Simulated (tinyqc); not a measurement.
The 3-omega method: a line heater on a substrate with a thin film: one step, computed by the program tinyqc.

A current at angular frequency omega = 2 pi f heats the line at 2 omega with the amplitude P per length; the temperature swing Delta T at 2 omega gives a voltage at 3 omega. The substrate is taken as semi-infinite and isotropic, and the heat capacity of heater and film is left out.

Question. The film adds a constant step. One-dimensional flow across the film: Delta T_f = P (t/kappa_f + R_i)/(2 b); total in-phase swing Delta T = Delta T_s + Delta T_f; third-harmonic amplitude V_3 = V_1 beta |Delta T|/2 with the out-of-phase part included; the apparent film conductivity is t/(t/kappa_f + R_i).

Inputs (values chosen for the exercise, modelled on a silicon-germanium alloy on gallium nitride): heater half-width b = 2 micrometre; power amplitude per length P = 7.6 W/m; film thickness t = 110 nm; film conductivity kappa_f = 4.4 W/(m K); interface resistance R_i = 11 m^2 K/GW; temperature coefficient of resistance beta = 2.8 1e-3/K; voltage amplitude V_1 = 0.66 V.

in-phase Delta T_s = 0.06977817 K

out-of-phase Delta T_s = -0.009843468 K

Give: Delta T_f; total in-phase swing; V_3; apparent film conductivity; film share of the in-phase swing.

Answer.

Delta T_f = 0.0684 K

total in-phase swing = 0.1382 K

V_3 = 0.1280 mV

apparent film conductivity = 3.056 W/(m K)

film share of the in-phase swing = 0.4950

The interface lowers the apparent conductivity by 31 %. The film gives a large part of the signal. Caution: the penetration depth exceeds a fifth of the substrate thickness, so the back face is felt and the semi-infinite formula fails.
